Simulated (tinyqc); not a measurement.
# Changing the decay q

Model: Gupta-type many-body potential for a metal. Computed by tinyqc, a small Python program. Command: `OMP_NUM_THREADS=1 python tinyqc.py 3006129 3006130 out.jsonl gupta sweep`. One thread of a shared host (Intel(R) Xeon(R) Processor @ 2.30GHz), about 0.02 s of CPU time with the checks.

E_i = sum_j A exp(-p (r_ij/r0 - 1)) - xi rho_i^gamma, with rho_i = sum_j exp(-2 q (r_ij/r0 - 1)); gamma = 1/2 is the tight-binding second-moment form. The crystal is fcc unless stated; d is the neighbour distance and a fixed number of shells is kept.

Inputs (values chosen for the exercise, modelled on gold):
```
quantity                  value      unit
repulsion A               0.214        eV
hopping xi                 1.77        eV
decay p                    10.4         -
reference distance r0     2.884  angstrom
shells kept                   5         -
embedding exponent gamma    0.5         -
```

Surface: (100).

Constants: 1 eV/angstrom^3 = 160.2176634 GPa; 1 eV/angstrom^2 = 16.02176634 J/m^2.

Method:
- fcc shells: d sqrt(k), k = 1..5, with 12, 6, 24, 12, 24 atoms; Omega = d^3/sqrt2.
- Equilibrium: dE/dd = 0; B = d^2 E''(d)/(9 Omega).
- Repulsion and density of one neighbour in each shell, and their sums.
- Each neighbour j of the vacancy loses one repulsive term and one density term: E_v = sum_shells count x {-repulsion - xi [(rho - density)^gamma - rho^gamma]}. (The removed atom returns to a bulk-like site, so its own energy cancels.)
- Second derivatives of E/Omega at equilibrium under homogeneous strain: e_xx = h gives C11; e_xx = -e_yy = h gives 2 (C11 - C12); e_xy = e_yx = h/2 gives C44.
- Cut the crystal without relaxation; an atom in layer l keeps the neighbours that lie below the surface plane. Excess = E_i + E_c. Surface energy = sum of excesses over the layers, divided by the area per surface atom: (sqrt3/2) d^2 for (111), d^2 for (100), sqrt2 d^2 for (110).

One run for each value; columns: (1) decay q; (2) ratio E_v/E_c, E_c = xi rho^gamma less the repulsive energy; (3) Cauchy pressure C12 - C44 (GPa); (4) bulk modulus B (GPa); (5) surface energy (J/m^2):
```
(1)      (2)    (3)    (4)    (5)
2.46  0.3453   37.6  110.6  1.035
2.73  0.3250   44.8  117.4  0.941
3.01  0.3019   53.7  125.2  0.859
3.28  0.2775   63.9  133.3  0.788
3.55  0.2507   75.8  142.1  0.722
3.82  0.2214   89.9  151.5  0.656
4.10  0.1881  107.1  162.0  0.587
4.37  0.1530  126.9  173.2  0.517
```

Describe and explain the trends.

Over the rows, ratio E_v/E_c, E_c = xi rho^gamma less the repulsive energy falls from 0.345 to 0.153 (exponent d ln y / d ln x -0.58 between the first rows and -3.2 between the last); Cauchy pressure C12 - C44 (GPa) rises from 37.6 to 127 (exponent d ln y / d ln x 1.7 between the first rows and 2.7 between the last); bulk modulus B (GPa) rises from 111 to 173 (exponent d ln y / d ln x 0.58 between the first rows and 1.0 between the last). A larger q/p makes repulsion and band term cancel more closely, so the many-body part weighs more: vacancies get cheaper relative to E_c and the Cauchy pressure grows.
